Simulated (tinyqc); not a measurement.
Inside a calculation. Model: floating body of a partially depleted SOI transistor: body voltage and kink.

Numbers from tinyqc (`OMP_NUM_THREADS=1 python tinyqc.py 2182077 2182078 out.jsonl`; about 0.2 s on one thread of a shared Intel Xeon 2.30GHz). Printed values are rounded.

Source at 0 V. Channel current Ic = 2 nf K Vt^2 [F(0) - F(Vd)](1 + la Vd), F(V) = ln^2(1 + exp((Vg - VT - nf V)/(2 nf Vt))), VT = VT0 - gb Vb. Saturation voltage Vs = 2 Vt sqrt(F(0)) + 3 Vt, excess Ve = (Vd - Vs + sqrt((Vd - Vs)^2 + 0.0004 V^2))/2, multiplication M1 = Ai Ve exp(-Bl/Ve). Each junction passes D(v) = J1 (exp(v/Vt) - 1) + J2 (exp(v/(2 Vt)) - 1). Bipolar current Ib = bb J1 (exp(Vb/Vt) - 1). The body settles where M1 (Ic + Ib) = D(Vb) + D(Vb - Vd) + Vb/Rb; drain current Id = (1 + M1)(Ic + Ib) - D(Vb - Vd).

Inputs (values chosen for the exercise); values of the order met in partially depleted silicon-on-insulator transistors:
- T = 358 K (temperature)
- VT0 = 0.43 V (threshold at zero body voltage)
- gb = 0.3 (fall of the threshold per volt of body voltage)
- nf = 1.46 (slope factor)
- K = 200 uA/(V^2 um) (gain factor per width)
- la = 0.06 1/V (channel-length modulation factor)
- Ai = 1.61 1/V (impact-ionisation prefactor)
- Bl = 7.8 V (impact-ionisation voltage)
- J1 = 2e-11 uA/um (diffusion saturation current of each junction)
- J2 = 1.1e-7 uA/um (recombination saturation current of each junction)
- bb = 0.5 (gain of the lateral bipolar transistor on the diffusion current)
- Rb = 1e9 kohm um (resistance of a weak body tie to the source (1e9 stands for no tie, and the term is then dropped))
- Vg = 0.35 V (gate voltage)
- Vd = 1.3 V (drain voltage)

Constants: q = 1.602176634e-19 C, kB = 1.380649e-23 J/K, Vt = kB T/q. Results are converted to the units shown.

Range of the model: The multiplication law is an empirical form chosen for the exercise; self-heating and capacitive coupling to the body are left out, and the linear laws are rough once Vb passes about 0.7 V or M1 about 0.1.

## Starting value

Vb = 0.61 V.

Vb at the start = 0.61 V

## Iteration 1: new Vb

Current into the body I_in = M1 (Ic + Ib) - D(Vb - Vd), current out I_out = D(Vb) + Vb/Rb; f = ln(I_in/I_out), s = df/dVb by central differences over 1e-5 V, Vb(new) = Vb - f/s.

Ic = 1.20827 uA/um
Ve = 1.11992 V
M1 = 0.00170313
I_in = 0.00206454 uA/um
I_out = 0.00989614 uA/um
f = -1.56724
s = -26.3322 1/V
Vb after iteration 1 = 0.550482 V

## Iteration 2: new Vb

As before.

Ic = 0.971704 uA/um
Ve = 1.12896 V
M1 = 0.00181539
I_in = 0.00176515 uA/um
I_out = 0.00194755 uA/um
f = -0.0983370
s = -22.8100 1/V
Vb after iteration 2 = 0.546171 V

## Course of the iteration

Stop when the step is below 1e-10 V, or after 40 iterations.

Course of the iteration:
```
iteration  Vb before the step (V)  step (V)
1                            0.61   -0.0595
2                        0.550482  -4.31e-3
3                        0.546171  -2.83e-5
4                        0.546143  -1.23e-9
5                        0.546143   < 1e-14
```

Converged in 5 iterations.

## Drain current with floating and with grounded body

converged Vb = 0.546143 V

Id and VT at the converged Vb, Id at Vb = 0, their ratio, and the bipolar share Ib/(Ic + Ib).

VT = 0.266157 V
Id, floating = 0.958150 uA/um
Id, grounded = 0.0713455 uA/um
ratio = 13.4297
bipolar share = 0.0510188 %

The body rises to 0.546 V and lowers the threshold by 164 mV.
